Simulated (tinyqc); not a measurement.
# Worked calculation: threshold-voltage variability of a planar MOSFET, analytic estimates

Computed by the program tinyqc: `OMP_NUM_THREADS=1 python tinyqc.py 2090162 2090163 out.jsonl`, one thread of a shared Intel Xeon 2.30GHz, about 0.01 s for the whole run. Printed values are rounded.

Three independent sources add in quadrature: random dopants in the depleted layer, metal-gate grains of two orientations, and roughness of the two gate edges acting through the roll-off VT = VT(long) - Vr exp(-L/l). These are first-order estimates: no three-dimensional electrostatics, no percolation.

Values chosen for this exercise; material values close to those of silicon:
- T = 300 K (temperature)
- Eg = 1.1 eV (band gap)
- eps_r = 11.8 (relative permittivity of the semiconductor)
- Nc = 2.8e19 cm^-3 (conduction-band density of states at T)
- Nv = 2.65e19 cm^-3 (valence-band density of states at T)
- Na = 1.7e18 cm^-3 (channel doping)
- ti = 1.3 nm (oxide-equivalent thickness in inversion)
- L = 90 nm (gate length)
- W = 140 nm (gate width)
- G = 7 nm (metal grain size)
- dW = 0.1 eV (work-function difference of the two grain orientations)
- p = 0.4 (share of the orientation of higher work function)
- De = 0.7 nm (rms roughness of one gate edge)
- La = 30 nm (correlation length of the roughness)
- l = 26 nm (decay length of the threshold roll-off)
- Vr = 2.8 V (prefactor of the roll-off)
- n = 1.2 (subthreshold factor)
- gI = 15 1/V (gm/I of a matched pair)
- sb = 1.3 % (spread of the gain factor of one device)
- Nb = 33554432 (number of cells)
- Y = 0.89 (wanted yield)

Constants: q = 1.602176634e-19 C, kB = 1.380649e-23 J/K, Vt = kB T/q, eps0 = 8.8541878128e-14 F/cm where lengths are in cm. Results are converted to the units shown.

## Random dopants

ni = sqrt(Nc Nv) exp(-Eg/(2 Vt)), Eg in volts; Cox = 3.9 eps0/ti; Wd = sqrt(4 eps0 eps_r Vt ln(Na/ni)/(q Na)); dopants: s1 = (q/Cox) sqrt(Na Wd/(3 L W)). The slope A1 = s1 sqrt(L W); mean number of dopants Na L W Wd.

Cox = 2.656256 uF/cm^2
Wd = 27.09002 nm
mean number of dopants = 580.2681
A1 = 0.7473239 mV um
s1 = 6.657690 mV

Counting alone, 1/sqrt(N) of the depletion voltage q Na Wd/Cox = 278 mV, would give sqrt(3) times more: dopants deep in the layer act less on the surface.

## Metal grains and edge roughness

Grains: Ng = L W/G^2 (at least 1), s2 = dW sqrt(p (1 - p)/Ng). Edges, with exponential correlation and u = W/La: the mean gate length has sL^2 = 2 De^2 (2/u)[1 - (1 - exp(-u))/u]; s3 = sL (Vr/l) exp(-L/l).

Ng = 257.1429
s2 = 3.055050 mV
sL = 0.5751924 nm
dVT/dL = 3.379540 mV/nm
s3 = 1.943886 mV

## Total spread, mismatch and leakage

s = sqrt(s1^2 + s2^2 + s3^2). For a pair: s(dVT) = sqrt(2) s; current mismatch sqrt(2) sqrt((gI s)^2 + sb^2); input offset = current mismatch/gI. For a Gaussian VT the off current is log-normal with mean/median = exp(s^2/(2 (n Vt)^2)).

s = 7.578711 mV
s(dVT) = 10.71792 mV
current mismatch = 16.18165 %
input offset = 10.78777 mV
mean/median of Ioff = 1.030290

The dopants give 77.2 % of the variance; without them s would be 3.62 mV.

## Iteration 1: margin in standard deviations for the wanted yield

k at the start = 3

Cells fail independently with probability Q(k) = erfc(k/sqrt(2))/2 when the margin is k standard deviations, and Y = exp(-Nb Q(k)). phi = exp(-k^2/2)/sqrt(2 pi). Newton steps on ln Q(k) = ln(-ln(Y)/Nb): k(new) = k + [ln Q - ln(-ln(Y)/Nb)] Q/phi.

Q(k) = 0.001349898
phi = 0.004431848
k after iteration 1 = 6.920238

## Iteration 2: margin in standard deviations for the wanted yield

As before.

Q(k) = 2.254432e-12
phi = 1.591461e-11
k after iteration 2 = 5.880486

## Course of the iteration: margin in standard deviations for the wanted yield

Stop when k changes by less than 1e-9, or after 30 iterations.

Course of the iteration:
```
iteration         k  |change|
1          6.920238      3.92
2          5.880486      1.04
3          5.792855    0.0876
4          5.792226   6.28e-4
5          5.792226   3.23e-8
6          5.792226         0
```

Converged in 6 iterations. At the end the number of correct digits about doubles with each step. With s(dVT) = 10.7 mV, 5.79 standard deviations are 62.1 mV.
